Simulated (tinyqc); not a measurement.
Two-mode optical phonons of a ternary alloy from two coupled oscillators: one step, computed by the program tinyqc. Command: `OMP_NUM_THREADS=1 python tinyqc.py 3031378 3031379 out.jsonl twomode walk`. One thread of a shared host (Intel(R) Xeon(R) Processor @ 2.30GHz), about 0.01 s of CPU time with the checks.

An alloy A(x)B(1-x)C has an A-C and a B-C bond oscillator. Each TO frequency moves linearly from the impurity mode (dilute end) to the TO of the pure crystal; each strength is proportional to the number of bonds.

Problem. The two oscillators. omega_1 = (impurity mode of A) + x (omega_TO,AC - impurity mode of A); omega_2 = (impurity mode of B) + (1 - x)(omega_TO,BC - impurity mode of B); eps_inf = x eps_AC + (1 - x) eps_BC; strengths W_1 = x eps_AC (omega_LO,AC^2 - omega_TO,AC^2), W_2 = (1 - x) eps_BC (omega_LO,BC^2 - omega_TO,BC^2).

Inputs (values chosen for the exercise, modelled on GaAs(1-x)P(x), with A-C the GaP-like and B-C the GaAs-like bond): omega_TO of pure AC = 367.4 1/cm; omega_LO of pure AC = 406.4 1/cm; omega_TO of pure BC = 268 1/cm; omega_LO of pure BC = 290.1 1/cm; eps_inf of AC = 8.95; eps_inf of BC = 11.2; impurity mode of A in BC = 356 1/cm; impurity mode of B in AC = 267.5 1/cm; fraction x of A = 0.82.

Give: omega_1 (A-C, TO); omega_2 (B-C, TO); eps_inf; W_1; W_2.

Solution.

omega_1 (A-C, TO) = 365.348 1/cm

omega_2 (B-C, TO) = 267.59 1/cm

eps_inf = 9.355

W_1 = 2.215e+05 1/cm^2

W_2 = 24865 1/cm^2
